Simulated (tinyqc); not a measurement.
# Floating body of a partially depleted SOI transistor: body voltage and kink, step by step

Computed by the program tinyqc: `OMP_NUM_THREADS=1 python tinyqc.py 2182107 2182108 out.jsonl`, one thread of a shared Intel Xeon 2.30GHz, about 0.2 s for the whole run. Printed values are rounded.

Source at 0 V. Channel current Ic = 2 nf K Vt^2 [F(0) - F(Vd)](1 + la Vd), F(V) = ln^2(1 + exp((Vg - VT - nf V)/(2 nf Vt))), VT = VT0 - gb Vb. Saturation voltage Vs = 2 Vt sqrt(F(0)) + 3 Vt, excess Ve = (Vd - Vs + sqrt((Vd - Vs)^2 + 0.0004 V^2))/2, multiplication M1 = Ai Ve exp(-Bl/Ve). Each junction passes D(v) = J1 (exp(v/Vt) - 1) + J2 (exp(v/(2 Vt)) - 1). Bipolar current Ib = bb J1 (exp(Vb/Vt) - 1). The body settles where M1 (Ic + Ib) = D(Vb) + D(Vb - Vd) + Vb/Rb; drain current Id = (1 + M1)(Ic + Ib) - D(Vb - Vd).

Inputs (values chosen for the exercise); values of the order met in partially depleted silicon-on-insulator transistors:
- T = 300 K (temperature)
- VT0 = 0.41 V (threshold at zero body voltage)
- gb = 0.34 (fall of the threshold per volt of body voltage)
- nf = 1.44 (slope factor)
- K = 280 uA/(V^2 um) (gain factor per width)
- la = 0.03 1/V (channel-length modulation factor)
- Ai = 2.45 1/V (impact-ionisation prefactor)
- Bl = 7.8 V (impact-ionisation voltage)
- J1 = 4.3e-12 uA/um (diffusion saturation current of each junction)
- J2 = 6.4e-8 uA/um (recombination saturation current of each junction)
- bb = 0.5 (gain of the lateral bipolar transistor on the diffusion current)
- Rb = 1e9 kohm um (resistance of a weak body tie to the source (1e9 stands for no tie, and the term is then dropped))
- Vg = 0.73 V (gate voltage)
- Vd = 1.4 V (drain voltage)

Constants: q = 1.602176634e-19 C, kB = 1.380649e-23 J/K, Vt = kB T/q. Results are converted to the units shown.

Range of the model: The multiplication law is an empirical form chosen for the exercise; self-heating and capacitive coupling to the body are left out, and the linear laws are rough once Vb passes about 0.7 V or M1 about 0.1.

## Starting value

Vb = 0.49 V.

Vb at the start = 0.49 V

## Iteration 1: new Vb

Current into the body I_in = M1 (Ic + Ib) - D(Vb - Vd), current out I_out = D(Vb) + Vb/Rb; f = ln(I_in/I_out), s = df/dVb by central differences over 1e-5 V, Vb(new) = Vb - f/s.

Ic = 23.99773 uA/um
Ve = 0.9845539 V
M1 = 8.745090e-4
I_in = 0.02098661 uA/um
I_out = 0.001568540 uA/um
f = 2.593739
s = -29.12065 1/V
Vb after iteration 1 = 0.5790687 V

## Iteration 2: new Vb

As before.

Ic = 27.07317 uA/um
Ve = 0.9635511 V
M1 = 7.201163e-4
I_in = 0.01950417 uA/um
I_out = 0.02766119 uA/um
f = -0.3494021
s = -36.30661 1/V
Vb after iteration 2 = 0.5694451 V

## Iteration 3: new Vb

As before.

Ic = 26.73188 uA/um
Ve = 0.9658208 V
M1 = 7.356759e-4
I_in = 0.01967189 uA/um
I_out = 0.01972308 uA/um
f = -0.002598689
s = -35.75568 1/V
Vb after iteration 3 = 0.5693724 V

## Course of the iteration

Stop when the step is below 1e-10 V, or after 40 iterations.

Course of the iteration:
```
iteration  Vb before the step (V)  step (V)
1                            0.49    0.0891
2                       0.5790687  -9.62e-3
3                       0.5694451  -7.27e-5
4                       0.5693724  -4.48e-9
5                       0.5693724         0
```

Converged in 5 iterations.

## Drain current with floating and with grounded body

converged Vb = 0.5693724 V

Id and VT at the converged Vb, Id at Vb = 0, their ratio, and the bipolar share Ib/(Ic + Ib).

VT = 0.2164134 V
Id, floating = 26.75688 uA/um
Id, grounded = 10.46234 uA/um
ratio = 2.557447
bipolar share = 0.02953640 %

The body rises to 0.569 V and lowers the threshold by 194 mV.
